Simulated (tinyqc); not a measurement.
Worked calculation: concentration-dependent dopant diffusion with charged defects and the built-in field. Computed by tinyqc, a small Python program that keeps every step. Command: `OMP_NUM_THREADS=1 python tinyqc.py 3031457 3031458 out.jsonl extrinsic walk`. One thread of a shared host (Intel(R) Xeon(R) Processor @ 2.30GHz), about 0.1 s of CPU time with the checks. Intermediate numbers are printed to about 6 digits and carried at full precision; extremes and crossings named in words are read from the listed rows.

A constant source C_s feeds a half space. The dopant moves through neutral point defects and through charged ones, whose number grows with the majority carrier density n.

Inputs (values chosen for the exercise, modelled on boron in silicon): neutral prefactor D0x = 0.0448 cm^2/s; neutral activation energy E0 = 3.49 eV; singly charged prefactor D01 = 1.06 cm^2/s; activation energy E1 = 3.5 eV; surface concentration C_s = 1.1e+20 1/cm^3; junction level C_B = 1.1e+16 1/cm^3; temperature T = 925 C; time t = 2500 s.

Field enhancement: off.

Constants: k_B = 8.617333262e-05 eV/K.

## Intrinsic density and partial diffusivities

n_i = 3.87e16 T^1.5 exp(-7014/T) per cm^3 (T in kelvin, an empirical form); each D = prefactor x exp(-E/(k_B T)); the intrinsic diffusivity D_i is their sum. Temperatures in kelvin are T(C) + 273.15.

n_i = 4.60370e+18 1/cm^3

partial diffusivities (cm^2/s): Dx 9.36034e-17, D1 2.01028e-15

intrinsic diffusivity D_i = 2.10388e-15 cm^2/s

## Diffusivity at the surface

n = C/2 + sqrt(C^2/4 + n_i^2); D(C) = h [Dx + D1 (n/n_i)], h = 1.

n/n_i = 23.9356

field factor h = 1

surface diffusivity D_s = 4.82108e-14 cm^2/s

enhancement D_s/D_i = 22.9152

C_s is 23.9 times n_i: diffusion is extrinsic near the surface. At such a C_s dopants can cluster or exceed their solubility, which the model leaves out. Caution: the built-in field is switched off although C_s exceeds n_i; with it D_s would be larger by the factor 1 + C_s/sqrt(C_s^2 + 4 n_i^2).

## Similarity solution

With y = x/sqrt(D_s t), u = C/C_s and q = -(D/D_s) du/dy: du/dy = -q D_s/D, dq/dy = -(y/2) q D_s/D, u(0) = 1. The surface flux q(0) is shot so that u tends to 0 (LSODA, an adaptive multistep solver, relative tolerance 1e-10). Dose Q = 2 q(0) C_s sqrt(D_s t). The junction lies where C = C_B.

surface flux q(0) = 0.445495

dose Q = 1.07599e+15 1/cm^2

junction in units of sqrt(D_s t) = 1.91363

junction depth x_j = 210.088 nm

For a constant D, q(0) = 1/sqrt(pi) = 0.5642; for D proportional to C it tends to 0.444, with the front at y = 1.616. Caution: at such concentrations dopants can cluster or exceed their solubility; the active fraction and the diffusivity then fall below the model.

## Where the concentration falls to given levels

For comparison, erfc profiles with a constant D: x = 2 sqrt(D t) erfc^-1(C/C_s), with D = D_i and D = D_s.

Depth (nm):
```
C/C_s        D/D_s     full  erfc with D_i  erfc with D_s
8.00e-01  0.801170   45.078          8.217         39.334
5.00e-01  0.503566  101.353         21.876        104.721
2.00e-01  0.209579  149.324         41.565        198.973
1.00e-01  0.116721  164.741         53.349        255.379
3.00e-02  0.061181  178.041         70.384        336.927
1.00e-02  0.048917  185.619         83.544        399.921
1.00e-03  0.044140  198.458        106.724        510.885
1.00e-04  0.043689  210.088        126.186        604.050
```

The depth between C/C_s = 0.1 and 1e-4 spans 45.3 nm in the full profile, against 72.8 nm for D_i and 349 nm for D_s; the ratio of the depths at 1e-4 and at 0.5 is 2.07, against 5.77 for any erfc. The profile is box-like: fast diffusion in the heavily doped part feeds a front that moves slowly where D drops to D_i. Caution: at such a C_s dopants can cluster or exceed their solubility, which the model leaves out.

Checks made by the program: dose from the flux against the area under the profile (relative difference 2e-08).
